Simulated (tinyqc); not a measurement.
What each parameter does: quantum well in an electric field by finite differences.

Finite differences on points z_i at the centres of cells of width h: H_ii = (c/h^2)(1/m_(i-1/2) + 1/m_(i+1/2)) + V_i, H_(i,i+1) = -(c/h^2)/m_(i+1/2), where m_(i+1/2) is the mean of the masses at the two points (the end values are repeated outwards), psi = 0 on the points beyond both ends, c = hbar^2/2m0. The field adds e F (z - z0) with z0 the middle of the structure; 1 kV/cm = 1e-5 eV/angstrom.

Constants: hbar^2/2m0 = 3.80998211 eV angstrom^2.

Values chosen for the exercise (near those of a strained Si well in SiGe; not measured data): Lw = 36 angstrom (well width); Lb = 18 angstrom (each outer barrier); V0 = 0.184 eV (barrier height); mw = 0.932 m0 (mass in the well); mb = 0.916 m0 (mass in the barriers); F = 32 kV/cm (field along z); hf = 0.375 angstrom (cell width of the fine grid).

Three layers: barrier, well, barrier; fine grid. The Stark shift is E1(F) - E1(0).

One parameter was then changed.

Results before and after:

| case | E1 (eV) | E2 - E1 (meV) | Stark shift (meV) | <z - z0> (angstrom) |
|---|---|---|---|---|
| base | 0.0193 | 56.5 | -0.13 | -0.81 |
| changed | 0.0257 | 72.9 | -0.08 | -0.49 |

Which of these changes was made? (a) F = 48 kV/cm; (b) V0 = 0.221 eV; (c) Lb = 24 angstrom; (d) mw = 1.0718 m0; (e) mb = 1.0992 m0; (f) Lw = 30 angstrom.

Answer: (f) Lw = 30 angstrom. Of the candidates, run in turn, only this one gives the changed row.

All candidates:

| case | E1 (eV) | E2 - E1 (meV) | Stark shift (meV) | <z - z0> (angstrom) |
|---|---|---|---|---|
| base | 0.0193 | 56.5 | -0.13 | -0.81 |
| Lw = 30 angstrom | 0.0257 | 72.9 | -0.08 | -0.49 |
| Lb = 24 angstrom | 0.0193 | 56.4 | -0.13 | -0.81 |
| V0 = 0.221 eV | 0.0201 | 59.1 | -0.12 | -0.73 |
| mw = 1.0718 m0 | 0.0177 | 51.9 | -0.13 | -0.83 |
| mb = 1.0992 m0 | 0.0186 | 55.1 | -0.13 | -0.84 |
| F = 48 kV/cm | 0.0192 | 56.6 | -0.29 | -1.21 |

Run: tinyqc, `OMP_NUM_THREADS=1 python tinyqc.py 1282614 1282615 out.jsonl`; Intel(R) Xeon(R) Processor @ 2.30GHz, one thread, shared host; about 0.03 s of CPU time with all checks.
